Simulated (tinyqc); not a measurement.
Classical nucleation, growth and JMAK kinetics of crystallisation from a melt or glass: one step, computed by the program tinyqc. Command: `OMP_NUM_THREADS=1 python tinyqc.py 3000958 3000959 out.jsonl nucl walk`. One thread of a shared host (Intel(R) Xeon(R) Processor @ 2.30GHz), about 0.01 s of CPU time with the checks.

A spherical nucleus cap on a flat wall with a sharp interface of isotropic energy gamma; lambda = Omega^(1/3) is the jump distance.

Problem. Steady nucleation rate. Driving force per volume: dG = H (T_m - T)/T_m. Shape factor f = (2 + cos theta)(1 - cos theta)^2/4. W(r) = f [4 pi r^2 gamma - (4/3) pi r^3 dG]; r* = 2 gamma/dG; W* = f 16 pi gamma^3/(3 dG^2); n* = f (4/3) pi r*^3/Omega. D = D0 exp(-Q/(k_B T)); attachment rate k+ = (A*/lambda^2) D/lambda^2 with A* = 2 pi r*^2 (1 - cos theta); Zeldovich factor Z = sqrt(W*/(3 pi k_B T))/n*; sites per volume N = S_v/lambda^2; I = N Z k+ exp(-W*/(k_B T)); lag time = 1/(4 pi Z^2 k+).

Inputs (values chosen for the exercise, for a model substance):
```
quantity                        value        unit
melting point T_m                1210           K
heat of melting per volume H      948      J/cm^3
interface energy gamma          0.071       J/m^2
atomic volume Omega              18.7  angstrom^3
temperature T                     843           K
diffusion prefactor D0        2.8e-06       m^2/s
activation energy Q              2.21          eV
contact angle theta                55     degrees
wall area per volume S_v       190000         1/m
```

Nucleation: on a flat wall. Driving force: Turnbull (linear).

Constants: k_B = 8.617333262e-05 eV/K; k_B = 1.380649e-23 J/K.

Give: diffusivity D; attachment rate k+; Zeldovich factor Z; sites N; nucleation rate I; lag time.

Solution.

diffusivity D = 1.7176e-19 m^2/s

attachment rate k+ = 22.613 1/s

Zeldovich factor Z = 0.088116

sites N = 2.6969e+24 1/m^3

nucleation rate I = 2.5919e+24 1/(m^3 s)

lag time = 0.45323 s

Caution: homogeneous nucleation, left out here, would be as fast or faster: the wall offers too few sites or too small a cut in the barrier.
